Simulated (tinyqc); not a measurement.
# In-plane mass from two subband densities

Question. At zero temperature each occupied subband holds N_k = D (EF - E_k), D = md m0 q/(pi hbar^2) per eV. Two subbands are occupied. Find md, EF - E1 and EF - E2.

Constants: q = 1.602176634e-19 C, hbar = 1.054571817e-34 J s, m0 = 9.1093837015e-31 kg. Results are converted to the units shown.

N1, N2 (cm^-2): 5.4066493e11  1e11
E2 - E1 = 15.4 meV

Solution. N1 - N2 = D (E2 - E1) gives D and so md; each N_k/D is a distance to EF.

md = 0.0685 m0
EF - E1 = 18.9 meV
EF - E2 = 3.49 meV

tinyqc, about 0.2 s, one thread, Intel Xeon 2.30GHz (shared host): `OMP_NUM_THREADS=1 python tinyqc.py 2140103 2140104 out.jsonl`
